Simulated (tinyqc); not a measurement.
# Undoped symmetric double-gate MOSFET, analytic potential model: what changes with what

An undoped body of thickness ts between two equal insulators and tied gates; long channel, electrons only, n = ni exp((psi - V)/Vt) with V the quasi-Fermi potential (0 at the source, Vd at the drain), constant mobility, no quantisation. Across the body psi(x) = V - 2 Vt ln[(ts/(2 beta)) sqrt(q ni/(2 eps0 eps_r Vt)) cos(2 beta x/ts)], x from the centre. Q is the electron charge per area of the whole body.

Inputs (values chosen for the exercise); material values close to those of gallium arsenide:
```
symbol,value,unit,meaning
T,400,K,temperature
Eg,1.42,eV,band gap
eps_r,12.8,,relative permittivity of the semiconductor
Nc,6.79e17,cm^-3,conduction-band density of states at T
Nv,1.38e19,cm^-3,valence-band density of states at T
eox,7.58,,relative permittivity of the gate insulator
tox,2.5,nm,insulator thickness
ts,6,nm,body thickness
dphi,0.17,V,gate work function less that of the intrinsic body
mu,480,cm^2/(V s),channel mobility
L,0.1,um,gate length
Vd,0.3,V,drain voltage
```

Constants: q = 1.602176634e-19 C, kB = 1.380649e-23 J/K, Vt = kB T/q, eps0 = 8.8541878128e-14 F/cm where lengths are in cm. Results are converted to the units shown.

Each table varies one quantity; the others keep the values above.

## Transfer curve and volume inversion

ni = sqrt(Nc Nv) exp(-Eg/(2 Vt)), Eg in volts; r = eps_r tox/(eox ts); V0 = dphi + 2 Vt ln[(2/ts) sqrt(2 eps0 eps_r Vt/(q ni))]. beta (between 0 and pi/2) solves (Vg - V0 - V)/(2 Vt) = ln(beta) - ln(cos beta) + 2 r beta tan(beta). Q = 8 eps0 eps_r Vt beta tan(beta)/ts; I = mu (1/L)(4 eps0 eps_r/ts)(2 Vt)^2 [g(beta_s) - g(beta_d)] per width, g = beta tan(beta) - beta^2/2 + r beta^2 tan^2(beta), with beta_s at V = 0 and beta_d at V = Vd. The drop is psi(surface) - psi(centre) at the source end; C = dQs/dVg, Cg = 2 eps0 eox/tox; gm = dI/dVg.

Results:
```
Vg (V),Qs (nC/cm^2),drop (mV),C/Cg,I (uA/um),gm/I (1/V)
0.6,0.08722,0.005772,4.710e-4,0.01443,29.00
0.71,2.093,0.1384,0.01115,0.3486,28.81
0.82,39.63,2.590,0.1695,7.421,25.63
0.94,275.4,16.73,0.5362,86.45,15.28
1.05,645.3,35.28,0.6956,324.4,9.453
1.16,1082,52.93,0.7760,760.1,6.263
1.27,1556,68.46,0.8247,1342,4.254
1.5,2614,94.63,0.8819,2767,2.364
```

Estimate the missing row, Vg = 1.39 V.

Computed row:
```
Vg (V),Qs (nC/cm^2),drop (mV),C/Cg,I (uA/um),gm/I (1/V)
1.39,2099,83.06,0.8596,2062,3.027
```

With this row back in the table: The current rises from 0.0144 to 2770 uA/um. In the first row gm/I is 29.0 1/V, 0.029 % below 1/Vt: with no depletion charge the whole body follows the gate, and the swing is ideal. The drop between surface and centre goes from 0.0058 to 94.6 mV and passes Vt at Vg = 1.05 V among the rows; below that the density varies across the body by less than a factor of e (volume inversion). C reaches 0.88 of Cg in the last row. For Vg = 0.82 to 1.5 V the surface density at the source passes 0.3 Nc, where Boltzmann statistics fail. For Vg = 1.05 to 1.5 V mu V/L, with V the smaller of Vd and Vg - V0, passes 3e6 cm/s, so velocity saturation would lower the current. In every row the body is thin enough for quantum confinement, left out here, to raise the threshold.

## Effect of the body thickness

Q = 8 eps0 eps_r Vt beta tan(beta)/ts; I = mu (1/L)(4 eps0 eps_r/ts)(2 Vt)^2 [g(beta_s) - g(beta_d)] per width, g = beta tan(beta) - beta^2/2 + r beta^2 tan^2(beta), with beta_s at V = 0 and beta_d at V = Vd.  I(low) is taken at Vg = 0.65 V, Qs and I(high) at Vg = 1.4 V.

Effect of the body thickness:
```
ts (nm),V0 (V),I(low) (nA/um),Qs(high) (nC/cm^2),I(high) (uA/um)
2,0.97542,20.520,2095.4,2027.6
2.8,0.95222,28.724,2116.9,2066.7
3.9,0.92938,39.999,2132.4,2096.9
5.5,0.90568,56.388,2143.4,2120.2
7.7,0.88249,78.900,2150.2,2136.0
11,0.85790,112.61,2154.6,2146.9
15,0.83652,153.35,2156.8,2152.7
```

As ts goes from 2 to 15 nm, I(low) rises from 20.5 to 153 nA/um and I(high) rises from 2030 to 2150 uA/um. On average I(low) goes as ts^(1.00) and I(high) goes as ts^(0.03). Below threshold the charge is proportional to the cross-section of the body; above it the insulator sets the charge. In every row the surface density at the source at the higher gate voltage passes 0.3 Nc, where Boltzmann statistics fail. In every row mu V/L at the higher gate voltage, with V the smaller of Vd and Vg - V0, passes 3e6 cm/s, so velocity saturation would lower the current. For ts = 2 to 5.5 nm the body is thin enough for quantum confinement, left out here, to raise the threshold.

Program tinyqc, `OMP_NUM_THREADS=1 python tinyqc.py 2440040 2440041 out.jsonl`; Intel Xeon 2.30GHz, shared host, one thread, about 0.01 s.
